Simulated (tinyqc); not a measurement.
Spin coating of a resist or spin-on film: centrifugal thinning, evaporation and the final thickness (Emslie and Meyerhofer models). Changing the spin speed f. Computed by tinyqc, a small Python program. Command: `OMP_NUM_THREADS=1 python tinyqc.py 3114372 3114373 out.jsonl spincoat sweep`. One thread of a shared host (Intel(R) Xeon(R) Processor @ 2.30GHz), about 0.2 s of CPU time with the checks.

A Newtonian film stays uniform over the wafer; solvent and solids have the same density and the concentration is uniform through the thickness.

Inputs (values chosen for the exercise, of the order of those of a polymer resist in an ester solvent): solids volume fraction c0 = 0.048; kinematic viscosity of the solvent nu_s = 1.5 mm^2/s; viscosity constant k = 1100 mm^2/s; viscosity exponent gamma = 2.7; evaporation rate at 1000 rpm e0 = 0.14 micrometre/s; starting thickness h0 = 100 micrometre; wafer radius R = 150 mm; shrinkage in the bake = 4.8 %.

Method:
- omega = 2 pi f/60; nu(c) = nu_s + k c^gamma; evaporation rate e = e0 sqrt(f/1000 rpm).
- Flow constant K = 2 omega^2/(3 nu(c0)); Reynolds number of the air omega R^2/nu_air with nu_air = 15 mm^2/s.
- Full model for solids s and liquid l per area, h = s + l, c = s/h: ds/dt = -c Q, dl/dt = -(1 - c) Q - e, Q = 2 omega^2 h^3/(3 nu(c)); integrated adaptively (relative tolerance 1e-9) until l = 0.
- Dry film = s at l = 0, before the bake; film after the bake = s x (1 - shrinkage).

One run for each value:
```
spin speed f (rpm)  dry film (nm)  time to dry (s)  Reynolds number of the air
400                        267.01           70.130                  6.2832e+04
610                        216.22           46.004                  9.5819e+04
940                        174.18           29.861                  1.4765e+05
1400                       142.73           20.053                  2.1991e+05
2200                       113.86           12.762                  3.4558e+05
3400                        91.59            8.259                  5.3407e+05
5200                        74.06            5.400                  8.1681e+05
8000                        59.71            3.510                  1.2566e+06
```

What does the table show, and why?

Over the rows, dry film (nm) falls from 267 to 59.7 (exponent d ln y / d ln x about -0.50 throughout); time to dry (s) falls from 70.1 to 3.51 (exponent d ln y / d ln x about -1.00 throughout); Reynolds number of the air rises from 62800 to 1.26e6 (exponent d ln y / d ln x about 1.00 throughout). The exponent of dry film stays at -0.50: (e/omega^2)^(1/3) with e as sqrt(f).

Caution (rows 2200, 3400, 5200, 8000): above a Reynolds number of about 3e5 the air flow near the rim turns turbulent, and evaporation is no longer uniform.
